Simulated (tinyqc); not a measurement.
# Conduction-band offset of an n-N heterojunction from carrier-profile moments: an error in the interface position

Layer 1 (x < 0) accumulates electrons and layer 2 (x > 0) is depleted. Boltzmann statistics. The bands bend down by V1 in layer 1 and up by V2 in layer 2, with V1 + V2 = VD = dE + Vt ln[(N2/Nc2)/(N1/Nc1)].

A C-V profile smears n(x) but keeps its zeroth and first moments: si = -int (N - n) dx, VD = (q/(eps0 eps_r)) int (N - n) x dx, dE = VD - Vt ln[(N2/Nc2)/(N1/Nc1)]. With the step of N placed at xi and the moment taken about xi, VD changes by (q/(eps0 eps_r)) [si xi + (N2 - N1) xi^2/2] and si by (N2 - N1) xi.

Inputs (values chosen for the exercise); values of the order of III-V alloys:
```
symbol   value   unit                               meaning
eps_r     11.6         relative permittivity of both layers
N1      6.7e15  cm^-3              donor density in layer 1
N2      2.5e16  cm^-3              donor density in layer 2
si           0  cm^-2         fixed charge at the interface
```

Constants: q = 1.602176634e-19 C, eps0 = 8.8541878128e-14 F/cm where lengths are in cm. Results are converted to the units shown.

Result of one run:
```
error of si (cm^-2)  error of dE (meV)
-2.7450e10                      3.2115
```

Which assumed position of the interface xi gave this result: -30, -22.5, -15, -7.5 or 7.5 nm?

xi = -15 nm.

The whole series:
```
xi (nm)  error of si (cm^-2)  error of dE (meV)
-30               -5.4900e10             12.846
-22.5             -4.1175e10             7.2259
-15               -2.7450e10             3.2115
-7.5              -1.3725e10            0.80287
0                          0                  0
7.5                1.3725e10            0.80287
15                 2.7450e10             3.2115
22.5               4.1175e10             7.2259
30                 5.4900e10             12.846
```

Among the rows the error of dE lies between 0 and 12.8 meV, quadratic in xi, since without interface charge the first-order term vanishes; the error of si is linear, 1.83e9 cm^-2 a nanometre.

Program tinyqc, `OMP_NUM_THREADS=1 python tinyqc.py 2410096 2410097 out.jsonl`; Intel Xeon 2.30GHz, shared host, one thread, about 0.07 s.
